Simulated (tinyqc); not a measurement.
What each parameter does: averaged masses of warped heavy- and light-hole bands.

Four-band hole energies E = c k^2 f(u), c = hbar^2/2m0, f = g1 -/+ 2 sqrt(g2^2 + 3 (g3^2 - g2^2) s), s = ux^2 uy^2 + uy^2 uz^2 + uz^2 ux^2 for the unit vector u; minus for heavy, plus for light holes; the mass along u is 1/f.

Grid: n x n midpoints in cos(theta) from 0 to 1 and phi from 0 to pi/2, equal weights. m_d = <f^(-3/2)>^(2/3). Conductivity mass for one scattering time: 1/m_c = <|w|^2 f^(-5/2)>/<f^(-3/2)> with w = grad_k(k^2 f)/(2 k), that is |w|^2 = f^2 + |angular gradient of f|^2/4.

Parameters, chosen for this exercise (out of a larger set: near those of GaP; not measured data):

| symbol | value | unit | meaning |
|---|---|---|---|
| g1 | 4.05 |  | Luttinger gamma1 |
| g2 | 0.49 |  | gamma2 |
| g3 | 1.25 |  | gamma3 |

n = 40.

Results for these values:

| case | m_d heavy (m0) | m_c heavy (m0) | m_d light (m0) | m_c light (m0) |
|---|---|---|---|---|
| base | 0.5058 | 0.4439 | 0.1662 | 0.1628 |

What happens to each result for g1 = 4.171, all else kept?

Answer: m_d heavy falls from 0.5058 to 0.4758; m_c heavy falls from 0.4439 to 0.4230; m_d light falls from 0.1662 to 0.1629; m_c light falls from 0.1628 to 0.1597.

The same for each parameter in turn:

| case | m_d heavy (m0) | m_c heavy (m0) | m_d light (m0) | m_c light (m0) |
|---|---|---|---|---|
| base | 0.5058 | 0.4439 | 0.1662 | 0.1628 |
| g1 = 4.171 | 0.4758 | 0.4230 | 0.1629 | 0.1597 |
| g2 = 0.475 | 0.5045 | 0.4415 | 0.1664 | 0.1628 |
| g3 = 1.212 | 0.4905 | 0.4375 | 0.1676 | 0.1644 |

Computed by tinyqc, a small Python program: `OMP_NUM_THREADS=1 python tinyqc.py 1081324 1081325 out.jsonl` (the numbers bound the seed that draws the inputs); one thread of a shared host (Intel(R) Xeon(R) Processor @ 2.30GHz), about 0.04 s for the whole set of steps.
